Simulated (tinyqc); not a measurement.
What each parameter does: delta-doped layer in the Thomas-Fermi potential.

All donors ionised in the plane z = 0, zero temperature, energies from the Fermi level EF of the Thomas-Fermi model, which lies at the bulk band edge; c = hbar^2/2m0, q = e^2/(4 pi eps0). Layer in a (001) plane: two valleys with m_z = ml, m_d = mt (unprimed) and four with m_z = mt, m_d = sqrt(ml mt) (primed); m3 = (ml mt^2)^(1/3), gv = 6. With n = (gv/3 pi^2)(m3 (-V)/c)^(3/2) and V'' = -(4 pi q/eps) n for z > 0, the solution is V = -b/(|z| + z0)^4 with sqrt(b) = 20/K, K = (4 pi q/eps)(gv/3 pi^2)(m3/c)^(3/2), and z0^5 = 4b/(e F0), e F0 = 2 pi q N/eps; 1e13/cm^2 = 1e-3/angstrom^2. Exchange and correlation are left out.

Subbands solve -(c/m_z) psi'' + V psi = E psi on 1280 points of spacing z0/80; up to ten levels for each group, kept if bound with an rms width below 2.5 z0.

Constants: hbar^2/2m0 = 3.80998211 eV angstrom^2; e^2/(4 pi eps0) = 14.39964547 eV angstrom.

Inputs chosen for the exercise (near those of a delta-doped layer in Si; shifted at random, so the results belong to these values and not to a real crystal):

| symbol | value | unit | meaning |
|---|---|---|---|
| ml | 0.908 | m0 | longitudinal mass |
| mt | 0.189 | m0 | transverse mass |
| eps | 12 |  | dielectric constant |
| N | 1.9 | x 1e13/cm^2 | donor sheet density |

z0, depth, lowest level and its rms width.

One parameter was then changed.

Results before and after:

| case | z0 (angstrom) | depth (eV) | lowest (eV) | rms z (angstrom) |
|---|---|---|---|---|
| base | 28.97 | 0.1037 | -0.0397 | 9.67 |
| changed | 27.19 | 0.1082 | -0.0402 | 9.50 |

Which of these changes was made? (a) ml = 1.044 m0; (b) mt = 0.161 m0; (c) eps = 10.8; (d) N = 1.14 x 1e13/cm^2.

Answer: (c) eps = 10.8. Of the candidates, run in turn, only this one gives the changed row.

All candidates:

| case | z0 (angstrom) | depth (eV) | lowest (eV) | rms z (angstrom) |
|---|---|---|---|---|
| base | 28.97 | 0.1037 | -0.0397 | 9.67 |
| N = 1.14 x 1e13/cm^2 | 32.08 | 0.0689 | -0.0246 | 11.95 |
| eps = 10.8 | 27.19 | 0.1082 | -0.0402 | 9.50 |
| ml = 1.044 m0 | 28.17 | 0.1009 | -0.0393 | 9.13 |
| mt = 0.161 m0 | 30.89 | 0.1106 | -0.0449 | 9.33 |

(tinyqc, `OMP_NUM_THREADS=1 python tinyqc.py 1251437 1251438 out.jsonl`, Intel(R) Xeon(R) Processor @ 2.30GHz, 1 thread, shared host, about 0.1 s.)
